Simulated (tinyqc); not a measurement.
Length offset and series resistance from crossing lines.

Problem. R_total = Rs + k (L - dL)/Vo with constant Rs, dL and k. Find k, dL and Rs.

R_total at (L, Vo) = (50, 0.44), (100, 0.44), (50, 0.92) and (100, 0.92), L in nm and Vo in V (ohm um): 306.11364  522.02273  209.01087  312.27174

Solution. At each overdrive R is a straight line in L with slope k/Vo; the two lines cross at L = dL, R = Rs.

k = 1.900 ohm um V/nm
dL = 6.900 nm
Rs = 120.0 ohm um

Computed by the program tinyqc: `OMP_NUM_THREADS=1 python tinyqc.py 2282053 2282054 out.jsonl`, one thread of a shared Intel Xeon 2.30GHz, about 0.03 s for the whole run.
